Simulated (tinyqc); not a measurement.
# Short-channel transistor, virtual-source model with series resistance: effects of single changes

The current per gate width is the charge at the top of the source barrier (the virtual source) times its velocity times a saturation function; al and be are fitting constants of the model. Units: I in uA/um, Rs in ohm um, so I Rs = 1e-6 I Rs in volts; Q in uC/cm^2, so I = 1e-4 Q vx0 Fsat with vx0 in cm/s.

Parameters, values chosen for the exercise:
```
symbol,value,unit,meaning
T,400,K,temperature
Cinv,2.07,uF/cm^2,inversion capacitance
vx0,2.45e7,cm/s,velocity at the virtual source
mu,730,cm^2/(V s),apparent mobility
L,32,nm,channel length
VT0,0.384,V,threshold at zero drain voltage
dl,0.197,V/V,drain-induced barrier lowering
n0,1.26,,subthreshold factor
nd,0.1,1/V,growth of n with drain voltage
al,3.5,,threshold shift (in units of Vt) from weak to strong inversion
be,1.4,,sharpness of saturation
Rs,70,ohm um,series resistance of each contact
```

Constants: q = 1.602176634e-19 C, kB = 1.380649e-23 J/K, Vt = kB T/q. Results are converted to the units shown.

Each table varies one quantity; the others keep the values above.

## Output curve

Intrinsic voltages Vg' = Vgs - I Rs, Vd' = Vds - 2 I Rs. n = n0 + nd Vd', VT = VT0 - dl Vd', Ff = 1/(1 + exp((Vg' - VT + al Vt/2)/(al Vt))), Q = Cinv n Vt ln(1 + exp((Vg' - VT + al Vt Ff)/(n Vt))), Vdsat = (vx0 L/mu)(1 - Ff) + Vt Ff, Fsat = u/(1 + u^be)^(1/be) with u = Vd'/Vdsat, and I = Q vx0 Fsat per width. I is solved self-consistently. gds = dI/dVds, gm = dI/dVgs.

In this table Vgs = 0.75 V.

Output curve:

| Vds (V) | I (uA/um) | Fsat | gds (uS/um) | gain gm/gds |
|---|---|---|---|---|
| 0.08 | 389.84 | 0.22100 | 4580.9 | 0.074471 |
| 0.16 | 724.42 | 0.43084 | 3741.6 | 0.22271 |
| 0.25 | 1012.4 | 0.62077 | 2668.6 | 0.56645 |
| 0.33 | 1193.6 | 0.73613 | 1909.6 | 1.0734 |
| 0.42 | 1339.5 | 0.81752 | 1383.7 | 1.7858 |
| 0.5 | 1438.8 | 0.86255 | 1122.3 | 2.4133 |
| 0.58 | 1522.0 | 0.89243 | 969.74 | 2.9532 |
| 0.67 | 1604.3 | 0.91522 | 868.48 | 3.4311 |
| 0.75 | 1671.4 | 0.92953 | 813.01 | 3.7532 |

The current rises from 390 to 1670 uA/um as Fsat rises from 0.221 to 0.930; gds falls from 4580 to 813 uS/um. The gain ends at 3.75, against 1/dl = 5.08 for a current that depends on Vds through barrier lowering alone.

## Transfer curves at low and high drain voltage

Same model as above.

Columns for Vds = 0.05 V and 0.75 V; gm = dI/dVgs at 0.75 V.

Transfer curves at low and high drain voltage:

| Vgs (V) | I, low Vds (uA/um) | I, high Vds (uA/um) | gm (uS/um) |
|---|---|---|---|
| 0 | 0.3695 | 10.88 | 191.5 |
| 0.09 | 2.275 | 46.21 | 661.9 |
| 0.19 | 13.27 | 155.2 | 1544 |
| 0.28 | 44.75 | 327.4 | 2236 |
| 0.38 | 104.3 | 576.0 | 2687 |
| 0.47 | 156.6 | 828.2 | 2894 |
| 0.56 | 196.4 | 1094 | 2999 |
| 0.66 | 228.0 | 1397 | 3048 |
| 0.75 | 248.7 | 1671 | 3051 |

At Vds = 0.75 V the current spans 2.2 decades, from 10.9 to 1670 uA/um. Between the first two rows the swing is 143 mV a decade, against n Vt ln 10 = 106. At Vgs = 0 the higher drain voltage raises the current by a factor of 29.4, at Vgs = 0.75 V by 6.72. The transconductance rises from 192 to 3050 uS/um; Cinv vx0, its value in strong inversion and saturation without series resistance, is 5070 uS/um.

## Effect of the channel length on the on and off currents

Same model as above.

Ion is I at Vgs = Vds = 0.75 V, Ioff at Vgs = 0, Vds = 0.75 V, and Rlin = Vds/I at Vgs = 0.75 V, Vds = 0.05 V. mu, vx0, VT0, dl and n0 are held fixed.

Result of one run:

| L (nm) | Ion (uA/um) | Ioff (nA/um) | log10(Ion/Ioff) | Rlin (ohm um) |
|---|---|---|---|---|
| 10 | 1738 | 1.094e4 | 2.201 | 160.2 |

What becomes of these results when the channel length L is changed from 10 to 55 nm, all else the same?

Result of the changed run:

| L (nm) | Ion (uA/um) | Ioff (nA/um) | log10(Ion/Ioff) | Rlin (ohm um) |
|---|---|---|---|---|
| 55 | 1591 | 1.081e4 | 2.168 | 242.2 |

The whole series:

| L (nm) | Ion (uA/um) | Ioff (nA/um) | log10(Ion/Ioff) | Rlin (ohm um) |
|---|---|---|---|---|
| 10 | 1738 | 1.094e4 | 2.201 | 160.2 |
| 15 | 1725 | 1.092e4 | 2.198 | 169.7 |
| 24 | 1698 | 1.090e4 | 2.192 | 186.4 |
| 36 | 1658 | 1.086e4 | 2.183 | 208.3 |
| 55 | 1591 | 1.081e4 | 2.168 | 242.2 |
| 85 | 1488 | 1.071e4 | 2.143 | 294.9 |
| 130 | 1348 | 1.054e4 | 2.107 | 372.8 |
| 200 | 1171 | 1.027e4 | 2.057 | 492.9 |

As L goes from 10 to 200 nm, Ion falls from 1740 to 1170 uA/um, Ioff falls from 10900 to 10300 nA/um and Rlin rises from 160 to 493 ohm um. Ion changes by a factor of 0.674 and Ioff by 0.939. In every row the off current passes 1 uA/um, so the device is hardly off at Vgs = 0. At L = 200 nm the channel is long for this model, whose fixed vx0 belongs to short devices.

Computed by the program tinyqc: `OMP_NUM_THREADS=1 python tinyqc.py 2380152 2380153 out.jsonl`, one thread of a shared Intel Xeon 2.30GHz, about 0.02 s for the whole run.
